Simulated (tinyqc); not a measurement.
Raman shift of the zone-centre optical phonon of a diamond-structure crystal under stress: one step, computed by the program tinyqc. Command: `OMP_NUM_THREADS=1 python tinyqc.py 3004356 3004357 out.jsonl ramanstress walk`. One thread of a shared host (Intel(R) Xeon(R) Processor @ 2.30GHz), about 0.01 s of CPU time with the checks.

Axes x, y, z are the cube axes. Strain shifts the threefold optical mode and can split it; p, q and r are the phonon deformation potentials.

Problem. Secular matrix and shifts. Secular matrix: M_xx = p eps_xx + q (eps_yy + eps_zz), M_xy = 2 r eps_xy; its eigenvalues are omega^2 - omega_0^2, and the shifts are these over 2 omega_0.

Inputs (values chosen for the exercise, modelled on silicon): unstrained frequency omega_0 = 519.8 1/cm; p/omega_0^2 = -1.79; q/omega_0^2 = -2.34; r/omega_0^2 = -0.72.

Stress state: uniaxial. Axis: [100].

strain (per mille), rows x, y, z:
$$\begin{pmatrix}
-1.508792 & 0.000000 & 0.000000 \\
0.000000 & 0.416877 & 0.000000 \\
0.000000 & 0.000000 & 0.416877
\end{pmatrix}$$

Give: M/(2 omega_0); shifts, in rising order.

Solution.

M/(2 omega_0) (1/cm), rows x, y, z:
$$\begin{pmatrix}
0.19486 & 0.00000 & 0.00000 \\
0.00000 & 0.47013 & 0.00000 \\
0.00000 & 0.00000 & 0.47013
\end{pmatrix}$$

shifts, in rising order (1/cm): [0.19486, 0.47013, 0.47013]
